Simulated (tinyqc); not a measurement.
What moves the results: virtual-crystal alloy in the empirical-pseudopotential method. A value that a table varies takes the place of the one given here.

Empirical pseudopotential on the fcc lattice, atoms at +/- tau, tau = a (1,1,1)/8, no spin-orbit coupling. H(G,G') = c (2 pi/a)^2 |k + G|^2 delta + VS(q) cos(q.tau) + i VA(q) sin(q.tau), q = G - G', c = hbar^2/2m0; k and G in units of 2 pi/a; VS at |q|^2 = 3, 8, 11 and VA at 3, 4, 11, in rydberg, zero elsewhere. At each k the basis holds all G with |k + G|^2 up to 16; energies are counted from the fourth level at Gamma.

Virtual crystal A(1-x)B(x): a = (1 - x) a_A + x a_B. Rule linear: V = (1 - x) V_A + x V_B. Rule volume: V = [(1 - x) a_A^3 V_A + x a_B^3 V_B]/a^3, since a form factor is an atomic potential divided by the cell volume.

Constants: hbar^2/2m0 = 3.80998211 eV angstrom^2; Ry = 13.60569312 eV.

Inputs chosen for the exercise (classic local form factors of the size used for Si (A) and Ge (B), which place X and L only to a few tenths of an eV; the results hold for these values, not for the real material):
- a = (5.437, 5.666) angstrom (lattice constants of A, B)
- VSA = (-0.21, 0.039, 0.08) Ry (symmetric form factors of A)
- VAA = (0, 0, 0) Ry (antisymmetric form factors of A)
- VSB = (-0.224, 0.01, 0.061) Ry (symmetric form factors of B)
- VAB = (0, 0, 0) Ry (antisymmetric form factors of B)
- rule = linear (mixing rule)

## Gaps across the alloy

Gaps from the valence top to the fifth band at Gamma, at L = (1/2,1/2,1/2) and at the lowest of k = (f,0,0), f = 0.70, 0.75, ..., 1.00. Bowing C = 4 [(E(0) + E(1))/2 - E(1/2)].

Gaps (eV):

| x | Gamma | Delta/X | f of the minimum | L | lowest |
|---|---|---|---|---|---|
| 0.000 | 3.362 | 0.773 | 0.85 | 1.813 | Delta/X |
| 0.167 | 3.370 | 0.798 | 0.85 | 1.676 | Delta/X |
| 0.333 | 3.076 | 0.822 | 0.85 | 1.534 | Delta/X |
| 0.500 | 2.657 | 0.843 | 0.85 | 1.387 | Delta/X |
| 0.667 | 2.231 | 0.862 | 0.85 | 1.235 | Delta/X |
| 0.833 | 1.796 | 0.879 | 0.85 | 1.079 | Delta/X |
| 1.000 | 1.355 | 0.894 | 0.85 | 0.919 | Delta/X |

bowing (eV): Gamma -1.196, Delta/X -0.038, L -0.082

The lowest valley is Delta/X throughout. From A to B the Gamma gap moves by -2.01 eV, L by -0.89 eV and Delta/X by +0.12 eV; a move of Delta/X below about 0.4 eV is within the error of such form factors, sign included. The virtual crystal holds no disorder and no bond relaxation, so its bowing comes from the non-linear dependence on the mean potential and volume alone, and it may differ from measured bowing, which is positive in these alloys, in size and even in sign; crossings move with it; where the character of the fifth band at Gamma changes along x, its value mixes two levels. Real Ge has its lowest valley at L; this set misplaces it.

## Two mixing rules

Gaps from the valence top to the fifth band at Gamma, at L = (1/2,1/2,1/2) and at the lowest of k = (f,0,0), f = 0.70, 0.75, ..., 1.00. Both rules agree at the ends.

Gaps (eV):

| x | Gamma, linear | Delta/X, linear | L, linear | Gamma, volume | Delta/X, volume | L, volume |
|---|---|---|---|---|---|---|
| 0.25 | 3.283 | 0.810 | 1.605 | 3.226 | 0.808 | 1.583 |
| 0.50 | 2.657 | 0.843 | 1.387 | 2.581 | 0.840 | 1.356 |
| 0.75 | 2.015 | 0.871 | 1.158 | 1.957 | 0.869 | 1.134 |

At x = 0.5 the volume rule moves Gamma by -76 meV, Delta/X by -3 meV and L by -31 meV, that is the bowing by -4 times these; the lattice constants differ by 4.2 %, and the rules would coincide for equal ones.

tinyqc: `OMP_NUM_THREADS=1 python tinyqc.py 1081499 1081500 out.jsonl`; about 0.2 s, one thread, shared Intel(R) Xeon(R) Processor @ 2.30GHz.
